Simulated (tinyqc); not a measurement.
Inside a calculation. Method: MP2 on RHF in the sto-3g basis, for H6, spin multiplicity 1. Computed by tinyqc, a small Python program that keeps every step (integrals from PySCF). Settings: charge = 0, multiplicity = 1, basis = sto-3g, method = RHF, energy threshold = 1e-10, iteration cap = 87, orthogonalisation = canonical, start = core, DIIS depth = 6. Command: `OMP_NUM_THREADS=1 python tinyqc.py 28640 28641 out.jsonl` (the two numbers bound the seeds that draw the settings). One thread of a shared host (Intel(R) Xeon(R) Processor @ 2.60GHz), about 0.08 s of CPU time with the checks. The early iterations of the SCF are left out here.

## One-electron integrals

Geometry (angstrom):

| atom | x | y | z |
|---|---|---|---|
| H | 0.000000 | 0.000000 | 0.000000 |
| H | 0.000000 | 0.000000 | 0.760000 |
| H | 0.000000 | 0.000000 | 2.051000 |
| H | 0.000000 | 0.000000 | 2.811000 |
| H | 0.000000 | 0.000000 | 4.102000 |
| H | 0.000000 | 0.000000 | 4.862000 |

Basis sto-3g: exponents (1/bohr^2) and contraction coefficients of normalised primitives:

| element | l (shell) | exponent | coefficient |
|---|---|---|---|
| H | s (1) | 3.425251 | 0.154329 |
| H | s (1) | 0.623914 | 0.535328 |
| H | s (1) | 0.168855 | 0.444635 |

Overlap, kinetic and nuclear-attraction integrals over the contracted functions; the nuclear repulsion is the sum of Za Zb / Rab.

nuclear repulsion = 4.84238401 hartree

overlap S:
```
          1H 1s     2H 1s     3H 1s     4H 1s     5H 1s     6H 1s
1H 1s  1.000000  0.646804  0.109580  0.026998  0.001361  0.000164
2H 1s  0.646804  1.000000  0.343193  0.109580  0.008639  0.001361
3H 1s  0.109580  0.343193  1.000000  0.646804  0.109580  0.026998
4H 1s  0.026998  0.109580  0.646804  1.000000  0.343193  0.109580
5H 1s  0.001361  0.008639  0.109580  0.343193  1.000000  0.646804
6H 1s  0.000164  0.001361  0.026998  0.109580  0.646804  1.000000
```

kinetic energy T (hartree):
```
           1H 1s      2H 1s      3H 1s      4H 1s      5H 1s      6H 1s
1H 1s   0.760032   0.225205  -0.010640  -0.008272  -0.000960  -0.000163
2H 1s   0.225205   0.760032   0.035238  -0.010640  -0.004033  -0.000960
3H 1s  -0.010640   0.035238   0.760032   0.225205  -0.010640  -0.008272
4H 1s  -0.008272  -0.010640   0.225205   0.760032   0.035238  -0.010640
5H 1s  -0.000960  -0.004033  -0.010640   0.035238   0.760032   0.225205
6H 1s  -0.000163  -0.000960  -0.008272  -0.010640   0.225205   0.760032
```

nuclear attraction V (hartree):
```
           1H 1s      2H 1s      3H 1s      4H 1s      5H 1s      6H 1s
1H 1s  -2.552210  -1.677771  -0.263736  -0.064287  -0.003145  -0.000378
2H 1s  -1.677771  -2.819393  -0.870060  -0.274364  -0.020397  -0.003145
3H 1s  -0.263736  -0.870060  -2.978234  -1.857055  -0.274364  -0.064287
4H 1s  -0.064287  -0.274364  -1.857055  -2.978234  -0.870060  -0.263736
5H 1s  -0.003145  -0.020397  -0.274364  -0.870060  -2.819393  -1.677771
6H 1s  -0.000378  -0.003145  -0.064287  -0.263736  -1.677771  -2.552210
```

core Hamiltonian H = T + V (hartree):
```
           1H 1s      2H 1s      3H 1s      4H 1s      5H 1s      6H 1s
1H 1s  -1.792178  -1.452567  -0.274376  -0.072559  -0.004105  -0.000541
2H 1s  -1.452567  -2.059361  -0.834823  -0.285004  -0.024430  -0.004105
3H 1s  -0.274376  -0.834823  -2.218202  -1.631850  -0.285004  -0.072559
4H 1s  -0.072559  -0.285004  -1.631850  -2.218202  -0.834823  -0.274376
5H 1s  -0.004105  -0.024430  -0.285004  -0.834823  -2.059361  -1.452567
6H 1s  -0.000541  -0.004105  -0.072559  -0.274376  -1.452567  -1.792178
```

## Two-electron integrals

Functions are numbered as in S; the eight-fold symmetry (ij|kl) = (ji|kl) = (kl|ij) leaves the list below.

Two-electron integrals (ij|kl) in chemists' order, unique and non-zero (hartree):
```
(11|11) 0.774606   (21|11) 0.433248   (21|21) 0.284519   (22|11) 0.562496
(22|21) 0.433248   (22|22) 0.774606   (31|11) 0.050658   (31|21) 0.036849
(31|22) 0.063514   (31|31) 0.006142   (32|11) 0.127704   (32|21) 0.102310
(32|22) 0.195619   (32|31) 0.019920   (32|32) 0.070171   (33|11) 0.257289
(33|21) 0.203875   (33|22) 0.393804   (33|31) 0.050658   (33|32) 0.195619
(33|33) 0.774606   (41|11) 0.010197   (41|21) 0.007684   (41|22) 0.013724
(41|31) 0.001409   (41|32) 0.004779   (41|33) 0.013724   (41|41) 0.000341
(42|11) 0.033626   (42|21) 0.026669   (42|22) 0.050658   (42|31) 0.005534
(42|32) 0.019920   (42|33) 0.063514   (42|41) 0.001409   (42|42) 0.006142
(43|11) 0.141355   (43|21) 0.108876   (43|22) 0.203875   (43|31) 0.026669
(43|32) 0.102310   (43|33) 0.433248   (43|41) 0.007684   (43|42) 0.036849
(43|43) 0.284519   (44|11) 0.188228   (44|21) 0.141355   (44|22) 0.257289
(44|31) 0.033626   (44|32) 0.127704   (44|33) 0.562496   (44|41) 0.010197
(44|42) 0.050658   (44|43) 0.433248   (44|44) 0.774606   (51|11) 0.000359
(51|21) 0.000278   (51|22) 0.000518   (51|31) 0.000060   (51|32) 0.000217
(51|33) 0.000739   (51|41) 0.000016   (51|42) 0.000070   (51|43) 0.000449
(51|44) 0.000644   (51|51) 8.36e-07   (52|11) 0.001950   (52|21) 0.001505
(52|22) 0.002810   (52|31) 0.000338   (52|32) 0.001248   (52|33) 0.004535
(52|41) 0.000092   (52|42) 0.000425   (52|43) 0.002940   (52|44) 0.004535
(52|51) 0.000005   (52|52) 0.000034   (53|11) 0.019217   (53|21) 0.014319
(53|22) 0.025837   (53|31) 0.003301   (53|32) 0.012309   (53|33) 0.050658
(53|41) 0.000962   (53|42) 0.004635   (53|43) 0.036849   (53|44) 0.063514
(53|51) 0.000060   (53|52) 0.000425   (53|53) 0.006142   (54|11) 0.052902
(54|21) 0.038631   (54|22) 0.068089   (54|31) 0.008548   (54|32) 0.031302
(54|33) 0.127704   (54|41) 0.002526   (54|42) 0.012309   (54|43) 0.102310
(54|44) 0.195619   (54|51) 0.000166   (54|52) 0.001248   (54|53) 0.019920
(54|54) 0.070171   (55|11) 0.129005   (55|21) 0.092148   (55|22) 0.158340
(55|31) 0.019217   (55|32) 0.068089   (55|33) 0.257289   (55|41) 0.005473
(55|42) 0.025837   (55|43) 0.203875   (55|44) 0.393804   (55|51) 0.000359
(55|52) 0.002810   (55|53) 0.050658   (55|54) 0.195619   (55|55) 0.774606
(61|11) 0.000036   (61|21) 0.000027   (61|22) 0.000051   (61|31) 0.000006
(61|32) 0.000023   (61|33) 0.000086   (61|41) 1.73e-06   (61|42) 0.000008
(61|43) 0.000056   (61|44) 0.000086   (61|51) 9.86e-08   (61|52) 6.42e-07
(61|53) 0.000008   (61|54) 0.000023   (61|55) 0.000051   (61|61) 1.22e-08
(62|11) 0.000261   (62|21) 0.000197   (62|22) 0.000359   (62|31) 0.000045
(62|32) 0.000166   (62|33) 0.000644   (62|41) 0.000013   (62|42) 0.000060
(62|43) 0.000449   (62|44) 0.000739   (62|51) 7.62e-07   (62|52) 0.000005
(62|53) 0.000070   (62|54) 0.000217   (62|55) 0.000518   (62|61) 9.86e-08
(62|62) 8.36e-07   (63|11) 0.004216   (63|21) 0.003091   (63|22) 0.005473
(63|31) 0.000689   (63|32) 0.002526   (63|33) 0.010197   (63|41) 0.000200
(63|42) 0.000962   (63|43) 0.007684   (63|44) 0.013724   (63|51) 0.000013
(63|52) 0.000092   (63|53) 0.001409   (63|54) 0.004779   (63|55) 0.013724
(63|61) 1.73e-06   (63|62) 0.000016   (63|63) 0.000341   (64|11) 0.015303
(64|21) 0.011047   (64|22) 0.019217   (64|31) 0.002372   (64|32) 0.008548
(64|33) 0.033626   (64|41) 0.000689   (64|42) 0.003301   (64|43) 0.026669
(64|44) 0.050658   (64|51) 0.000045   (64|52) 0.000338   (64|53) 0.005534
(64|54) 0.019920   (64|55) 0.063514   (64|61) 0.000006   (64|62) 0.000060
(64|63) 0.001409   (64|64) 0.006142   (65|11) 0.076474   (65|21) 0.054153
(65|22) 0.092148   (65|31) 0.011047   (65|32) 0.038631   (65|33) 0.141355
(65|41) 0.003091   (65|42) 0.014319   (65|43) 0.108876   (65|44) 0.203875
(65|51) 0.000197   (65|52) 0.001505   (65|53) 0.026669   (65|54) 0.102310
(65|55) 0.433248   (65|61) 0.000027   (65|62) 0.000278   (65|63) 0.007684
(65|64) 0.036849   (65|65) 0.284519   (66|11) 0.108839   (66|21) 0.076474
(66|22) 0.129005   (66|31) 0.015303   (66|32) 0.052902   (66|33) 0.188228
(66|41) 0.004216   (66|42) 0.019217   (66|43) 0.141355   (66|44) 0.257289
(66|51) 0.000261   (66|52) 0.001950   (66|53) 0.033626   (66|54) 0.127704
(66|55) 0.562496   (66|61) 0.000036   (66|62) 0.000359   (66|63) 0.010197
(66|64) 0.050658   (66|65) 0.433248   (66|66) 0.774606
```

## Orthogonalisation

S = U s U^T; canonical form X = U s^(-1/2), so that X^T S X = 1. Each column of U has its largest component positive (the first on a tie).

eigenvalues of S: 0.225346  0.315119  0.440153  1.258867  1.678894  2.081621

X:
```
               1          2          3          4          5         6
1H 1s   0.555091  -0.826971  -0.661522  -0.393088   0.376470  0.207906
2H 1s  -0.809437   0.922225   0.486709  -0.246735   0.384408  0.273187
3H 1s   1.120487  -0.228743   0.679316   0.426364   0.091192  0.349773
4H 1s  -1.120487  -0.228743  -0.679316   0.426364  -0.091192  0.349773
5H 1s   0.809437   0.922225  -0.486709  -0.246735  -0.384408  0.273187
6H 1s  -0.555091  -0.826971   0.661522  -0.393088  -0.376470  0.207906
```

## Starting guess

The start is the orbitals of the core Hamiltonian; D = 2 C_occ C_occ^T.

D at the start:
```
           1H 1s      2H 1s      3H 1s      4H 1s      5H 1s      6H 1s
1H 1s   0.173687   0.447542  -0.032570  -0.184276   0.089405   0.058735
2H 1s   0.447542   1.188829   0.063120  -0.409525   0.073039   0.089405
3H 1s  -0.032570   0.063120   0.759452   0.559241  -0.409525  -0.184276
4H 1s  -0.184276  -0.409525   0.559241   0.759452   0.063120  -0.032570
5H 1s   0.089405   0.073039  -0.409525   0.063120   1.188829   0.447542
6H 1s   0.058735   0.089405  -0.184276  -0.032570   0.447542   0.173687
```

## Iteration 6 (converged): orbitals

converged F (hartree):
```
           1H 1s      2H 1s      3H 1s      4H 1s      5H 1s      6H 1s
1H 1s  -0.357473  -0.590517  -0.133669  -0.027743  -0.000754  -0.002387
2H 1s  -0.590517  -0.397378  -0.281315  -0.133728  -0.013870  -0.000754
3H 1s  -0.133669  -0.281315  -0.402585  -0.598432  -0.133728  -0.027743
4H 1s  -0.027743  -0.133728  -0.598432  -0.402585  -0.281315  -0.133669
5H 1s  -0.000754  -0.013870  -0.133728  -0.281315  -0.397378  -0.590517
6H 1s  -0.002387  -0.000754  -0.027743  -0.133669  -0.590517  -0.357473
```

Diagonalise F' = X^T F X, C = X C', fill 3 alpha and 3 beta electrons from the bottom; D = 2 C_occ C_occ^T. Each column has its largest component positive (the first on a tie).

F' = X^T F X (hartree):
```
           1         2          3          4          5          6
1   1.102250  0.000000  -0.010689   0.000000   0.032582   0.000000
2   0.000000  0.735334   0.000000   0.047403   0.000000   0.009965
3  -0.010689  0.000000   0.443039   0.000000   0.009864   0.000000
4   0.000000  0.047403   0.000000  -0.471752   0.000000  -0.005932
5   0.032582  0.000000   0.009864   0.000000  -0.587375   0.000000
6   0.000000  0.009965   0.000000  -0.005932   0.000000  -0.677342
```

orbital energies (hartree): MO1 -0.677605, MO2 -0.588101, MO3 -0.473415, MO4 0.442970, MO5 0.737259, MO6 1.103045

coefficients C:
```
            MO1        MO2        MO3        MO4        MO5        MO6
1H 1s  0.202428   0.372109  -0.366858  -0.648895  -0.840275   0.572658
2H 1s  0.258034   0.395214  -0.290774   0.477777   0.913716  -0.809555
3H 1s  0.364519   0.062876   0.423909   0.697722  -0.209468   1.111085
4H 1s  0.364519  -0.062876   0.423909  -0.697722  -0.209468  -1.111085
5H 1s  0.258034  -0.395214  -0.290774  -0.477777   0.913716   0.809555
6H 1s  0.202428  -0.372109  -0.366858   0.648895  -0.840275  -0.572658
```

D after iteration 6:
```
           1H 1s      2H 1s      3H 1s      4H 1s      5H 1s      6H 1s
1H 1s   0.628054   0.611938  -0.116658  -0.210245   0.023686   0.074193
2H 1s   0.611938   0.614651  -0.008707  -0.108105  -0.010126   0.023686
3H 1s  -0.116658  -0.008707   0.633054   0.617240  -0.108105  -0.210245
4H 1s  -0.210245  -0.108105   0.617240   0.633054  -0.008707  -0.116658
5H 1s   0.023686  -0.010126  -0.108105  -0.008707   0.614651   0.611938
6H 1s   0.074193   0.023686  -0.210245  -0.116658   0.611938   0.628054
```

## Convergence

Stop when the energy changes by less than 1e-10 hartree and every element of the error matrix X^T (F D S - S D F) X is below 3e-06.

Course of the cycle:

| iteration | E (hartree) | change | largest element of the error matrix |
|---|---|---|---|
| 1 | -3.07050781 | - | 4.89e-01 |
| 2 | -3.30508104 | -2.35e-01 | 4.32e-02 |
| 3 | -3.30661373 | -1.53e-03 | 5.21e-03 |
| 4 | -3.30665600 | -4.23e-05 | 1.68e-04 |
| 5 | -3.30665602 | -1.99e-08 | 9.92e-06 |
| 6 | -3.30665602 | -6.77e-11 | 5.58e-07 |

PySCF RHF in the same basis = -3.30665602 hartree

Converged in 6 iterations.

## Populations, bond orders and dipole

Mulliken: Z minus the diagonal of D S on the atom; Loewdin: the same with S^(1/2) D S^(1/2); Mayer order: 2 sum_s sum (D(s) S)_ij (D(s) S)_ji over the two atoms.

Charges (e):

| atom | Mulliken | Loewdin |
|---|---|---|
| 1H | -0.005443 | -0.015102 |
| 2H | 0.004435 | 0.013987 |
| 3H | 0.001007 | 0.001115 |
| 4H | 0.001007 | 0.001115 |
| 5H | 0.004435 | 0.013987 |
| 6H | -0.005443 | -0.015102 |

Mayer bond orders:

| pair | order |
|---|---|
| 2-1 | 0.960759 |
| 3-1 | -0.001122 |
| 3-2 | 0.039683 |
| 4-1 | 0.036246 |
| 4-2 | -0.001134 |
| 4-3 | 0.926325 |
| 5-1 | -0.000043 |
| 5-2 | 0.000714 |
| 5-3 | -0.001134 |
| 5-4 | 0.039683 |
| 6-1 | 0.004129 |
| 6-2 | -0.000043 |
| 6-3 | 0.036246 |
| 6-4 | -0.001122 |
| 6-5 | 0.960759 |

dipole moment about the origin, x y z (debye): 0.000000  0.000000  0.000000

## Integrals over molecular orbitals

(pq|rs) = sum C_ip C_jq C_kr C_ls (ij|kl), one index at a time.

one-electron integrals over orbitals h = C^T H C (hartree):
```
           1          2          3          4          5          6
1  -2.275614   0.000000  -0.137972   0.000000  -0.074920   0.000000
2   0.000000  -2.062083   0.000000  -0.151409   0.000000   0.065381
3  -0.137972   0.000000  -2.072222   0.000000   0.140422   0.000000
4   0.000000  -0.151409   0.000000  -1.580113   0.000000  -0.150708
5  -0.074920   0.000000   0.140422   0.000000  -1.262189   0.000000
6   0.000000   0.065381   0.000000  -0.150708   0.000000  -1.139516
```

Two-electron integrals over orbitals (pq|rs), unique and non-zero (hartree):
```
(11|11) 0.415672    (21|21) 0.130226    (22|11) 0.329151    (22|22) 0.397862
(31|11) 0.082480    (31|22) -0.062279   (31|31) 0.136144    (32|21) -0.130336
(32|32) 0.147409    (33|11) 0.395203    (33|22) 0.347727    (33|31) 0.049714
(33|33) 0.396501    (41|21) 0.032368    (41|32) 0.001417    (41|41) 0.079135
(42|11) 0.050514    (42|22) -0.004989   (42|31) 0.046258    (42|33) 0.016360
(42|42) 0.066103    (43|21) 0.055835    (43|32) -0.055019   (43|41) 0.015593
(43|43) 0.069898    (44|11) 0.390738    (44|22) 0.345866    (44|31) 0.043877
(44|33) 0.382506    (44|42) 0.024358    (44|44) 0.396380    (51|11) 0.008653
(51|22) 0.024286    (51|31) -0.020209   (51|33) -0.007784   (51|42) 0.039911
(51|44) 0.001830    (51|51) 0.046605    (52|21) 0.017817    (52|32) 0.005016
(52|41) 0.054856    (52|43) -0.038027   (52|52) 0.087441    (53|11) -0.060164
(53|22) -0.001868   (53|31) -0.051080   (53|33) -0.031552   (53|42) -0.063075
(53|44) -0.026414   (53|51) -0.035069   (53|53) 0.067735    (54|21) 0.129944
(54|32) -0.140841   (54|41) 0.007208    (54|43) 0.056536    (54|52) -0.002725
(54|54) 0.151628    (55|11) 0.342751    (55|22) 0.399800    (55|31) -0.051460
(55|33) 0.358064    (55|42) 0.000030    (55|44) 0.367026    (55|51) 0.024929
(55|53) -0.004623   (55|55) 0.423988    (61|21) 0.002086    (61|32) 0.011201
(61|41) 0.028487    (61|43) 0.051270    (61|52) -0.030577   (61|54) -0.008186
(61|61) 0.065170    (62|11) -0.015851   (62|22) -0.030598   (62|31) 0.017499
(62|33) -0.004505   (62|42) -0.036905   (62|44) -0.002604   (62|51) -0.042827
(62|53) 0.038716    (62|55) -0.029741   (62|62) 0.044876    (63|21) 0.037401
(63|32) -0.008016   (63|41) 0.076490    (63|43) 0.018795    (63|52) 0.054764
(63|54) 0.007631    (63|61) 0.028906    (63|63) 0.082409    (64|11) 0.083848
(64|22) -0.054070   (64|31) 0.129311    (64|33) 0.050765    (64|42) 0.048110
(64|44) 0.049178    (64|51) -0.016840   (64|53) -0.051371   (64|55) -0.054673
(64|62) 0.016290    (64|64) 0.138646    (65|21) -0.131930   (65|32) 0.133208
(65|41) -0.033914   (65|43) -0.058895   (65|52) -0.018836   (65|54) -0.139606
(65|61) -0.003534   (65|63) -0.041796   (65|65) 0.147292    (66|11) 0.443759
(66|22) 0.349880    (66|31) 0.090694    (66|33) 0.423869    (66|42) 0.057081
(66|44) 0.427984    (66|51) 0.010269    (66|53) -0.068741   (66|55) 0.374969
(66|62) -0.018654   (66|64) 0.098980    (66|66) 0.500229
```

## Second-order Moller-Plesset energy

Hartree-Fock energy = -3.30665602 hartree

E2 = sum_ijab (ia|jb) [2 (ia|jb) - (ib|ja)] / (e_i + e_j - e_a - e_b) over occupied i, j and virtual a, b; the opposite-spin part is (ia|jb)^2 / denominator, the rest is same-spin, and SCS-MP2 scales them by 6/5 and 1/3.

Terms (the 40 largest of 41):

| i | j | a | b | (ia\|jb) | (ib\|ja) | denominator | term |
|---|---|---|---|---|---|---|---|
| 3 | 1 | 6 | 4 | 0.076490 | 0.051270 | -2.697035 | -0.002885 |
| 1 | 3 | 4 | 6 | 0.076490 | 0.051270 | -2.697035 | -0.002885 |
| 2 | 2 | 5 | 5 | 0.087441 | 0.087441 | -2.650722 | -0.002885 |
| 1 | 1 | 4 | 4 | 0.079135 | 0.079135 | -2.241151 | -0.002794 |
| 3 | 3 | 4 | 4 | 0.069898 | 0.069898 | -1.832772 | -0.002666 |
| 3 | 2 | 5 | 4 | -0.063075 | -0.038027 | -2.241747 | -0.002479 |
| 2 | 3 | 4 | 5 | -0.063075 | -0.038027 | -2.241747 | -0.002479 |
| 3 | 3 | 6 | 6 | 0.082409 | 0.082409 | -3.152920 | -0.002154 |
| 2 | 2 | 4 | 4 | 0.066103 | 0.066103 | -2.062144 | -0.002119 |
| 3 | 3 | 5 | 5 | 0.067735 | 0.067735 | -2.421349 | -0.001895 |
| 2 | 1 | 5 | 4 | 0.054856 | 0.039911 | -2.445936 | -0.001565 |
| 1 | 2 | 4 | 5 | 0.054856 | 0.039911 | -2.445936 | -0.001565 |
| 3 | 2 | 6 | 5 | 0.054764 | 0.038716 | -2.901821 | -0.001336 |
| 2 | 3 | 5 | 6 | 0.054764 | 0.038716 | -2.901821 | -0.001336 |
| 1 | 1 | 6 | 6 | 0.065170 | 0.065170 | -3.561299 | -0.001193 |
| 1 | 1 | 5 | 5 | 0.046605 | 0.046605 | -2.829729 | -0.000768 |
| 2 | 1 | 6 | 5 | -0.042827 | -0.030577 | -3.106010 | -0.000759 |
| 1 | 2 | 5 | 6 | -0.042827 | -0.030577 | -3.106010 | -0.000759 |
| 2 | 2 | 6 | 6 | 0.044876 | 0.044876 | -3.382292 | -0.000595 |
| 2 | 2 | 6 | 4 | -0.036905 | -0.036905 | -2.722218 | -0.000500 |
| 2 | 2 | 4 | 6 | -0.036905 | -0.036905 | -2.722218 | -0.000500 |
| 1 | 3 | 6 | 4 | 0.051270 | 0.076490 | -2.697035 | -0.000495 |
| 3 | 1 | 4 | 6 | 0.051270 | 0.076490 | -2.697035 | -0.000495 |
| 3 | 1 | 5 | 5 | -0.035069 | -0.035069 | -2.625539 | -0.000468 |
| 1 | 3 | 5 | 5 | -0.035069 | -0.035069 | -2.625539 | -0.000468 |
| 1 | 2 | 5 | 4 | 0.039911 | 0.054856 | -2.445936 | -0.000407 |
| 2 | 1 | 4 | 5 | 0.039911 | 0.054856 | -2.445936 | -0.000407 |
| 2 | 3 | 6 | 5 | 0.038716 | 0.054764 | -2.901821 | -0.000302 |
| 3 | 2 | 5 | 6 | 0.038716 | 0.054764 | -2.901821 | -0.000302 |
| 1 | 1 | 4 | 6 | 0.028487 | 0.028487 | -2.901225 | -0.000280 |
| 1 | 1 | 6 | 4 | 0.028487 | 0.028487 | -2.901225 | -0.000280 |
| 3 | 1 | 6 | 6 | 0.028906 | 0.028906 | -3.357110 | -0.000249 |
| 1 | 3 | 6 | 6 | 0.028906 | 0.028906 | -3.357110 | -0.000249 |
| 2 | 3 | 5 | 4 | -0.038027 | -0.063075 | -2.241747 | -0.000220 |
| 3 | 2 | 4 | 5 | -0.038027 | -0.063075 | -2.241747 | -0.000220 |
| 1 | 2 | 6 | 5 | -0.030577 | -0.042827 | -3.106010 | -0.000180 |
| 2 | 1 | 5 | 6 | -0.030577 | -0.042827 | -3.106010 | -0.000180 |
| 3 | 3 | 4 | 6 | 0.018795 | 0.018795 | -2.492846 | -0.000142 |
| 3 | 3 | 6 | 4 | 0.018795 | 0.018795 | -2.492846 | -0.000142 |
| 1 | 3 | 4 | 4 | 0.015593 | 0.015593 | -2.036961 | -0.000119 |

Pair energies (hartree; pair i-j sums ij and ji):

| pair | opposite spin | same spin |
|---|---|---|
| 1-1 | -0.005314 | 0 |
| 2-1 | -0.005546 | -0.000279 |
| 2-2 | -0.006600 | 0 |
| 3-1 | -0.007961 | -0.000472 |
| 3-2 | -0.007940 | -0.000737 |
| 3-3 | -0.006998 | 0 |

MP2 correlation energy = -0.04184633 hartree

SCS-MP2 correlation energy = -0.04892592 hartree

MP2 total energy = -3.34850235 hartree
